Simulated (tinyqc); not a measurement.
Inside a calculation. Model: X-ray reflectivity of a thin film on silicon: critical angles, Parratt recursion, fringes and roughness. Computed by tinyqc, a small Python program that keeps every step. Command: `OMP_NUM_THREADS=1 python tinyqc.py 3121473 3121474 out.jsonl xrr walk`. One thread of a shared host (Intel(R) Xeon(R) Processor @ 2.30GHz), about 0.01 s of CPU time with the checks. Intermediate numbers are printed to about 6 digits and carried at full precision; extremes and crossings named in words are read from the listed rows.

n = 1 - delta + i beta; the classical electron radius is r_e = 2.8179403e-6 nm. Layer 0 is vacuum, 1 the film, 2 the substrate.

Inputs (values chosen for the exercise, modelled on SiO2 on silicon, copper K-alpha radiation):
```
quantity                                        value     unit
wavelength lambda                             0.15406       nm
film density rho                                 2.19   g/cm^3
effective electrons per unit mass, film         0.495    mol/g
beta/delta, film                                0.012        -
film thickness d                                 23.1       nm
roughness of the surface sigma_1                 0.86       nm
roughness of the interface sigma_2               0.36       nm
substrate density                                2.33   g/cm^3
effective electrons per unit mass, substrate    0.507    mol/g
beta/delta, substrate                           0.023        -
grazing angle theta                              2.12  degrees
```

Constants: N_A = 6.02214076e+23 1/mol.

## Optical constants

delta = r_e lambda^2 rho_e/(2 pi), rho_e = density x electrons per mass x N_A; critical angle sqrt(2 delta), q_c = 4 sqrt(pi r_e rho_e).

Constants:
```
layer      rho_e (1/nm^3)        delta         beta  critical angle (degrees)  q_c (1/nm)
film              652.830  6.94915e-06  8.33898e-08                  0.213601    0.304089
substrate         711.402  7.57263e-06  1.74170e-07                  0.222977    0.317437
```

Film and substrate have nearly the same electron density, so the fringes are weak.

## Critical angle of the film

The formulas are those given above.

critical angle of the film = 0.213601 degrees

## Reflectivity at one angle

k_j = (2 pi/lambda) sqrt(sin^2 theta - 2 delta_j + 2 i beta_j); r_ij = (k_i - k_j)/(k_i + k_j) x exp(-2 k_i k_j sigma^2) (Nevot-Croce); r = (r_01 + r_12 p)/(1 + r_01 r_12 p), p = exp(2 i k_1 d); R = |r|^2.

k_0, k_1, k_2 (1/nm): 1.50870  1.50102+0.00009i  1.50033+0.00019i

1000 r_01 = 0.0895546-0.0010986i

1000 r_12 = 0.128429-0.018739i

p = 0.969008+0.229174i

reflectivity R = 4.77576e-08

q = 4 pi sin(theta)/lambda = 3.01741 1/nm

## Fringe period, contrast and decay

Far above the critical angle the period is d theta = lambda/(2 d), or 2 pi/d in q; the envelope runs between (|r_01| - |r_12 p|)^2 and (|r_01| + |r_12 p|)^2; contrast = 2 a b/(a^2 + b^2) with a = |r_01|, b = |r_12 p|; roughness factors on the amplitudes are about exp(-q^2 sigma^2/2).

period in theta = 0.191060 degrees

period in q = 0.271999 1/nm

contrast = 0.936332

roughness factor, surface = 0.0344951

roughness factor, interface = 0.554334

## Thickness from the minima

Minima of R theta^4 are located on 6001 points over 7.5 periods, from 1.15 times the larger critical angle. With refraction, sin^2(theta_m) = 2 delta + m^2 (lambda/(2 d))^2, m integer or half-integer; the first six minima are used, and the first order is the one that minimises the largest residual of the least-squares line plus the distance of its intercept from 2 delta. Without refraction, d = lambda/(2 x mean step of sin theta).

Minima:
```
order m  theta (degrees)  sin^2 theta
1.5              0.36772  4.11884e-05
2.5              0.53322  8.66083e-05
3.5              0.71258  1.54668e-04
4.5              0.89671  2.44922e-04
5.5              1.08252  3.56924e-04
6.5              1.26928  4.90682e-04
```

d with refraction = 22.9780 nm

d without refraction = 24.4796 nm

Against d = 23.1 nm the errors are -0.53 % with and +5.97 % without refraction. The orders are half-integers, as r_01 and r_12 have the same sign for a film less dense than the substrate.

## Which roughness does what

R is averaged over one period above each angle (64 points); contrast = (max - min)/(max + min) of R theta^4 over that period. Cases: smooth; only sigma_1; only sigma_2; both.

Mean R and contrast:
```
theta (degrees)     R smooth  contrast   R, sigma_1  contrast, sigma_1   R, sigma_2  contrast, sigma_2      R, both  contrast, both
0.8              2.28398e-04  0.190939  7.63212e-05        4.16969e-01  2.27958e-04           0.175626  7.59235e-05        0.393796
1.2              4.84655e-05  0.179271  4.45683e-06        5.59210e-01  4.83811e-05           0.144106  4.35462e-06        0.486079
1.8              1.03073e-05  0.179519  1.19971e-07        9.92951e-01  1.02820e-05           0.114111  7.43188e-08        0.926673
2.5              2.93641e-06  0.179879  2.41584e-08        1.73450e-01  2.91586e-06           0.077842  4.36471e-09        0.434423
3.5              7.88204e-07  0.179698  6.45540e-09        1.41449e-03  7.85135e-07           0.033472  2.22801e-10        0.175096
```

At 2.5 degrees sigma_1 alone multiplies the mean R by 0.0082 and sigma_2 alone by 0.99; the contrast goes from 0.18 (smooth) to 0.17 and 0.08.

Checks made by the program: smooth bare substrate far above q_c against (q_c/2q)^4 (relative difference 1e-03).
